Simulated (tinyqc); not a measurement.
Inside a calculation. Method: Hubbard chain of 4 sites. Computed by tinyqc, a small Python program that keeps every step. Settings: hopping = 1.07, U = 11.7, mixing = 0.2, iteration cap = 63. Command: `OMP_NUM_THREADS=1 python tinyqc.py 21983 21984 out.jsonl` (the two numbers bound the seeds that draw the settings). One thread of a shared host (Intel(R) Xeon(R) Processor @ 2.60GHz), about 0.2 s of CPU time with the checks.

one-body matrix (hopping and site energies) (eV):
```
,1,2,3,4
1,0.000000,-1.070000,0.000000,0.000000
2,-1.070000,0.000000,-1.070000,0.000000
3,0.000000,-1.070000,0.000000,-1.070000
4,0.000000,0.000000,-1.070000,0.000000
```

U = 11.700000 eV

electrons, up and down: 2  2

n(up) at the start (a guess, not normalised): 1 0.550000, 2 0.450000, 3 0.550000, 4 0.450000

n(down) at the start (a guess): 1 0.450000, 2 0.550000, 3 0.450000, 4 0.550000

Each step fills the lowest levels of T + U n(other spin) and sets n(new) = n + mixing (n(out) - n); stop when output and input agree to 1e-8.

Course of the cycle:
```
iteration,E (eV),largest |n(out) - n(in)|,mean |n_up - n_down|
1,4.53575386,2.34e-01,0.491347
2,2.56999417,2.83e-01,0.677277
3,1.11683242,2.78e-01,0.799520
4,0.28906769,2.48e-01,0.869764
5,-0.13178413,2.17e-01,0.908722
6,-0.34141272,1.89e-01,0.930952
7,-0.44874363,1.60e-01,0.944361
8,-0.50598291,1.34e-01,0.952922
9,-0.53772786,1.11e-01,0.958659
10,-0.55593107,9.15e-02,0.962658
11,-0.56665710,7.51e-02,0.965534
...,...,...,...
53,-0.58382762,1.25e-05,0.974986
54,-0.58382762,1.01e-05,0.974986
55,-0.58382762,8.21e-06,0.974987
56,-0.58382762,6.66e-06,0.974987
57,-0.58382762,5.41e-06,0.974987
58,-0.58382762,4.39e-06,0.974987
59,-0.58382762,3.56e-06,0.974987
60,-0.58382762,2.89e-06,0.974987
61,-0.58382762,2.35e-06,0.974987
62,-0.58382762,1.91e-06,0.974987
63,-0.58382762,1.55e-06,0.974987
```

Can the last value be used, and what does the course show?

Not by the stop rule, although the second column moves by less than 1e-07 over the last three steps. Not converged within 63 iterations: the residual falls steadily but slowly, by a factor of about 0.81 a step. The lowest mean-field energy found from random starts is -0.58383 eV. Reruns (cap 100 unless said): mixing 0.5: converged in 30 (E = -0.58383); mixing 0.9: converged in 12 (E = -0.58383); the original settings with a cap of 400: converged in 88 (E = -0.58383).
